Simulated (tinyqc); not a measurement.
# Self-heating of a transistor with one or more fingers, with temperature-dependent conductivity, step by step

A worked calculation. Computed by tinyqc, a small Python program that keeps every step. Command: `OMP_NUM_THREADS=1 python tinyqc.py 3017741 3017742 out.jsonl selfheat walk`. One thread of a shared host (Intel(R) Xeon(R) Processor @ 2.30GHz), about 0.05 s of CPU time with the checks. Intermediate numbers are printed to about 6 digits and carried at full precision; extremes and crossings named in words are read from the listed rows.

N long parallel fingers lie on the top face of a slab whose bottom is held at T_0; the top is otherwise insulated, and heat flows in two dimensions. P in W/mm is 1000 P in W/m.

Inputs (values chosen for the exercise, modelled on sapphire):

| quantity | value | unit |
|---|---|---|
| conductivity at the base temperature kappa_0 | 31.4 | W/(m K) |
| exponent m in kappa ~ T^-m | 1.17 | - |
| base temperature T_0 | 323 | K |
| power per gate width P | 0.13 | W/mm |
| fingers N | 3 | - |
| finger pitch s | 8.5 | micrometre |
| width of the heat source w | 1.4 | micrometre |
| substrate thickness t | 210 | micrometre |
| phonon free path Lambda | 16 | nm |
| heat capacity C | 3.01 | 1e6 J/(m^3 K) |
| pulse length | 0.32 | microsecond |
| power coefficient beta | 1.7 | 1e-3/K |

Power: power rises with temperature.

## Geometry factors

A line source of power P on the top face raises the top at distance x by (P/(pi kappa_0)) g(x), g(x) = -ln tanh(pi x/(4 t)) (the image sum for the slab). On a strip of width w the centre sees the mean of g over the strip, g_0 = 1 + ln(8 t/(pi w)) for w much below t.

own factor g_0 = 6.94535

g(j s), j = 1..7: 3.44894  2.75680  2.35302  2.06768  1.84754  1.66887  1.51901

## Linear temperature rise of each finger

theta_i = (P/(pi kappa_0)) [g_0 + sum over j != i of g(|i - j| s)], with equal powers and constant conductivity; thermal resistance = largest theta/P.

theta of each finger (K): 17.3311  18.2432  17.3311

largest theta = 18.2432 K

thermal resistance = 140.332 K mm/W

The neighbours supply 50 % of the rise of the hottest finger, which runs 0.9 K above the outer ones.

## Correction for the falling conductivity

Kirchhoff transformation for kappa = kappa_0 (T/T_0)^-m: T = T_0 [1 - (m - 1) theta/T_0]^(-1/(m - 1)), where theta is the linear rise. The bracket vanishes at the power P T_0/((m - 1) theta).

peak temperature = 341.862 K

true rise = 18.8615 K

true rise / linear rise = 1.03389

power at which the formula diverges = 13.5393 W/mm

The falling conductivity adds 3.4 % to the rise.

## Extra rise from ballistic phonons

Near a source smaller than the free path, Fourier's law overstates the flow. Rough estimate: a strip that emits phonons into a half space adds a resistance times area of 4 Lambda/(3 kappa_0), from the ballistic flux C v Delta T/4 with kappa_0 = C v Lambda/3, so Delta T_b = 4 Lambda P/(3 kappa_0 w); Knudsen number Lambda/w.

Knudsen number = 0.0114286

ballistic rise Delta T_b = 0.0630877 K

Delta T_b / largest theta = 0.00345814

By this estimate the ballistic term is at most a fifth of the Fourier rise.

## Electrothermal feedback

The power follows P [1 + beta (T - T_0)] with T the peak temperature, for all fingers alike. Start at T_0 and repeat; stop when T changes by less than 1e-6 K, after 50 steps, or when the bracket falls below 0.05.

Iterations:

| step | power (W/mm) | T (K) | change (K) |
|---|---|---|---|
| 1 | 0.130000 | 341.862 | 1.88615e+01 |
| 2 | 0.134168 | 342.487 | 6.25791e-01 |
| 3 | 0.134307 | 342.508 | 2.07856e-02 |
| 4 | 0.134311 | 342.509 | 6.90416e-04 |
| 5 | 0.134311 | 342.509 | 2.29330e-05 |
| 6 | 0.134311 | 342.509 | 7.61745e-07 |

converged (1 yes, 0 no) = 1

peak temperature with feedback = 342.509 K

Converged in 6 steps; feedback adds 0.6 K.

## Rise at the end of a pulse

After switching on, theta(tau) = (P D/kappa_0) int_0^tau X(u) Z(u) du at the hottest finger, D = kappa_0/C; X = sum over fingers at distance x of [erf((x + w/2)/r) - erf((x - w/2)/r)]/(2 w), Z = sum_(j=-200..200) (-1)^j exp(-(2 j t/r)^2)/sqrt(pi D u), r = 2 sqrt(D u); trapezoid rule on 300 points evenly spaced in ln u from u_0 = 1e-3 min(tau, w^2/D) to tau, plus the exact piece 2 sqrt(u_0/(pi D))/w below u_0. Conductivity and power are held at their base values here, and Fourier's law is used even where the diffusion length is near a phonon free path.

diffusivity D = 10.4319 micrometre^2/microsecond

diffusion length sqrt(D tau) = 1.82708 micrometre

linear rise after the pulse = 3.1244 K

share of the steady rise = 0.1713

## Rise against time

The formulas are those given above.

Heating curve:

| time (microsecond) | sqrt(D time) (micrometre) | rise (K) | share of the steady rise |
|---|---|---|---|
| 0.0042 | 0.209318 | 0.69704 | 0.03821 |
| 0.042 | 0.661921 | 1.8362 | 0.1007 |
| 0.42 | 2.09318 | 3.3053 | 0.1812 |
| 4.2 | 6.61921 | 5.7151 | 0.3133 |
| 42 | 20.9318 | 9.8274 | 0.5387 |
| 210 | 46.8049 | 12.966 | 0.7107 |
| 850 | 94.1653 | 15.717 | 0.8615 |
| 2500 | 161.492 | 17.554 | 0.9622 |
| 6300 | 256.361 | 18.193 | 0.9973 |

Half the steady rise is reached between 4.2 and 42 microseconds, and the last row holds 99.7 % of it; the slowest time constant is 4 t^2/(pi^2 D) = 1710 microseconds. While the diffusion length lies between w and the pitch or thickness, the rise grows as the logarithm of time; once it nears the pitch of 8.5 micrometre the neighbours add their heat.

Checks made by the program: g(s) against the alternating image sum (relative difference 4e-07); Kirchhoff integral of kappa/kappa_0 from T_0 to T (relative difference below 1e-10); long-time limit against the steady rise (relative difference 1e-04).
